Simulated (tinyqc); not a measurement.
What each input does: propagation of a band-gap error through k.p and effective-mass formulas.

Chain, for a gap E (the reference Eg or another value), with Ep and Dso kept: 1/me = 1 + Ep (E + 2 Dso/3)/(E (E + Dso)); g* = 2 - 2 Ep Dso/(3 E (E + Dso)); g1(E) = g1 + (Ep/3)(1/E - 1/Eg), g2(E) = g2 + (Ep/6)(1/E - 1/Eg), light hole 1/(g1 + 2 g2), heavy hole 1/(g1 - 2 g2) along [100]; optical constant ei(E) = 1 + (ei - 1)(EP/(EP + E - Eg))^2, static e0(E) = ei(E) + e0 - ei.

Donor: R = Ry me/e0^2, a_B = a0 e0/me, Mott density (0.26/a_B)^3. Nc, Nv = 2 (m kT/(4 pi c))^(3/2), c = hbar^2/2m0, ni = sqrt(Nc Nv) exp(-E/2kT). Exciton: Ry mu/e0^2 with 1/mu = 1/me + g1(E). 1 angstrom^-3 = 1e24 cm^-3.

Constants: Ry = 13.60569312 eV; a0 (Bohr radius) = 0.5291772105 angstrom; kB = 8.617333262e-05 eV/K; hbar^2/2m0 = 3.80998211 eV angstrom^2.

Parameters, chosen for this exercise (reference values near those of InSb, gap at low temperature; shifted at random, so the results belong to these values and not to a real crystal): Eg = 0.235 eV (gap at Gamma to the s-like level); Dso = 0.819 eV (spin-orbit splitting); Ep = 22.9 eV (Kane energy); g1 = 34.67 (Luttinger gamma1); g2 = 15.44 (gamma2); e0 = 17.11 (static dielectric constant); ei = 15.83 (optical dielectric constant); EP = 3.75 eV (mean (Penn) gap); mh = 0.47 m0 (density-of-states mass of the holes); T = 77 K (temperature); Eg2 = 0.143 eV (a wrong gap).

All at E = Eg2.

Results for these values:

| case | me (m0) | light hole (m0) | e0 | donor (meV) | exciton (meV) | log10 ni |
|---|---|---|---|---|---|---|
| base | 0.0086 | 0.0093 | 17.87 | 0.368 | 0.249 | 12.040 |

What happens to each result for Eg2 = 0.132 eV, all else kept?

Answer: me falls from 0.0086 to 0.0080; light hole falls from 0.0093 to 0.0086; e0 rises from 17.87 to 17.96; donor falls from 0.368 to 0.338; exciton falls from 0.249 to 0.228; log10 ni rises from 12.040 to 12.376.

The same for each parameter in turn:

| case | me (m0) | light hole (m0) | e0 | donor (meV) | exciton (meV) | log10 ni |
|---|---|---|---|---|---|---|
| base | 0.0086 | 0.0093 | 17.87 | 0.368 | 0.249 | 12.040 |
| Eg2 = 0.132 eV | 0.0080 | 0.0086 | 17.96 | 0.338 | 0.228 | 12.376 |
| Dso = 0.753 eV | 0.0086 | 0.0093 | 17.87 | 0.367 | 0.248 | 12.039 |
| Ep = 24.732 eV | 0.0080 | 0.0090 | 17.87 | 0.341 | 0.234 | 12.016 |
| g1 = 31.896 | 0.0086 | 0.0096 | 17.87 | 0.368 | 0.253 | 12.040 |
| EP = 3.45 eV | 0.0086 | 0.0093 | 17.93 | 0.366 | 0.247 | 12.040 |
| ei = 14.564 | 0.0086 | 0.0093 | 17.80 | 0.371 | 0.251 | 12.040 |
| mh = 0.432 m0 | 0.0086 | 0.0093 | 17.87 | 0.368 | 0.249 | 12.013 |
| T = 70.84 K | 0.0086 | 0.0093 | 17.87 | 0.368 | 0.249 | 11.579 |

(tinyqc, `OMP_NUM_THREADS=1 python tinyqc.py 1850669 1850670 out.jsonl`, Intel(R) Xeon(R) Processor @ 2.30GHz, 1 thread, shared host, about 0.01 s.)
